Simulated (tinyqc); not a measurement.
# Changing the fraction x of B

Model: order-disorder in a binary alloy on two sublattices: Bragg-Williams and pair (quasi-chemical) approximations. Computed by tinyqc, a small Python program. Command: `OMP_NUM_THREADS=1 python tinyqc.py 3007888 3007889 out.jsonl order sweep`. One thread of a shared host (Intel(R) Xeon(R) Processor @ 2.30GHz), about 0.01 s of CPU time with the checks.

All z = 8 neighbours of a site lie on the other sublattice. B fills the sublattices with x + eta/2 and x - eta/2; energies are per site, from the pure components: u = -z w y with y the probability of an A-B bond taken in one order.

Inputs (values chosen for the exercise, for a model alloy): ordering energy w = (e_AA + e_BB)/2 - e_AB = 11.7 meV; temperature T = 427 K.

Lattice: bcc (B2 order, z = 8). Method: Newton steps.

scattering factors f_A, f_B (electrons): 35  54

Constants: k_B = 8.617333262e-05 eV/K.

Method:
- Bragg-Williams: k_B T_c = 2 z w x (1 - x). Pair approximation at x = 1/2: k_B T_c = w/ln(z/(z - 2)).
- Bragg-Williams: u = -z w [x (1 - x) + eta^2/4]; minimising f gives ln[a (1 - b)/(b (1 - a))] = 2 z w eta/(k_B T) =: ln Q, a = x + eta/2, b = x - eta/2. For given Q this is a quadratic for eta, (Q - 1) eta^2/4 - (Q + 1) eta/2 + (Q - 1) x (1 - x) = 0, smaller root: the map eta -> phi(eta).
- Newton steps on phi(eta) - eta, with the slope by central differences of 1e-6; start at 0.999 times 2x; stop when |phi - eta| < 1e-10.
- a = x + eta/2, b = x - eta/2; u = -z w [x (1 - x) + eta^2/4]; s/k_B = [s2(a) + s2(b)]/2, s2(c) = -c ln c - (1 - c) ln(1 - c); gain on ordering = f(eta) - f(0), f = u - T s. Superlattice over fundamental intensity = [eta (f_B - f_A)/2]^2/[(1 - x) f_A + x f_B]^2.
- Quasi-chemical disordered state, with T here the Bragg-Williams T_c and not the input T: y^2/[(1 - x - y)(x - y)] = exp(2 w/(k_B T)) =: E, so y = 2 x (1 - x)/(1 + r), r = sqrt(1 - 4 x (1 - x)(1 - 1/E)); Warren-Cowley alpha = 1 - y/(x (1 - x)); u = -z w y.

One run for each value; columns: (1) fraction x of B; (2) order parameter eta; (3) T_c, Bragg-Williams (K); (4) B fraction on its own sublattice; (5) B fraction on the A sublattice; (6) alpha of the disordered state at the Bragg-Williams T_c:
```
(1)       (2)     (3)      (4)      (5)       (6)
0.30  0.29048  456.20  0.44524  0.15476  -0.11767
0.34  0.44289  487.48  0.56144  0.11856  -0.12028
0.38  0.55564  511.81  0.65782  0.10218  -0.12215
0.42  0.64410  529.19  0.74205  0.09795  -0.12340
0.46  0.70612  539.62  0.81306  0.10694  -0.12412
0.50  0.72970  543.09  0.86485  0.13515  -0.12435
```

What does the table show?

Over the rows, order parameter eta rises from 0.290 to 0.730 (exponent d ln y / d ln x 3.4 between the first rows and 0.39 between the last); T_c, Bragg-Williams (K) rises from 456 to 543 (exponent d ln y / d ln x 0.53 between the first rows and 0.077 between the last); B fraction on its own sublattice rises from 0.445 to 0.865 (exponent d ln y / d ln x 1.9 between the first rows and 0.74 between the last).  Left out: 0.220, 0.260 (T is above the Bragg-Williams T_c).

Caution (all rows): T is near or above the T_c of the better pair approximation, so the true long-range order is lower than Bragg-Williams gives.
